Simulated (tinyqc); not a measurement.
From results back to parameters: donor level screened by free carriers (Yukawa potential). Two cases, with inputs chosen for the exercise.

Problem. With Debye screening alone, ks^2 = 4 pi q n/(eps kB T), 1e18/cm^3 = 1e-6/angstrom^3. The converged binding was computed from a hidden density.

Potential -(q/(eps r)) exp(-ks r), q = e^2/(4 pi eps0). In units Ry* = Ry m/eps^2 and a* = a0 eps/m the problem is [-Laplacian - 2 exp(-x r)/r] psi = E psi with x = ks a*.

Converged values use 18 functions exp(-z r), z = 1.55^i, i = -11 to 6: S = 2/A^3, H = z_i z_j S - 2/(A + x)^2, A = z_i + z_j.

Constants: e^2/(4 pi eps0) = 14.39964547 eV angstrom; kB = 8.617333262e-05 eV/K.

Case 1.

Values chosen (out of a larger set: near those of a donor in Si, with one mean mass; not measured data): eps = 11.8 (dielectric constant); T = 400 K (temperature).

Ry* = 30.096 meV
a* = 20.27 angstrom
binding = 9.2638 meV

Case 2.

Values chosen (out of a larger set: near those of a donor in GaN, with one mean mass; not measured data): eps = 9.6 (dielectric constant); T = 400 K (temperature).

Ry* = 29.822 meV
a* = 25.15 angstrom
binding = 3.5231 meV

Find: x; n.

Solution. The binding in Ry* falls steadily with x, so bisection gives x; then n = (x/a*)^2 eps kB T/(4 pi q).

Case 1.

x = 0.488
n = 1.3 x 1e18/cm^3

Case 2.

x = 0.744
n = 1.6 x 1e18/cm^3

Computed by tinyqc, one run a case: `OMP_NUM_THREADS=1 python tinyqc.py N N+1 out.jsonl` with N = 1250018, 1250024; one thread of a shared Intel(R) Xeon(R) Processor @ 2.30GHz, about 0.02 s a run at most.
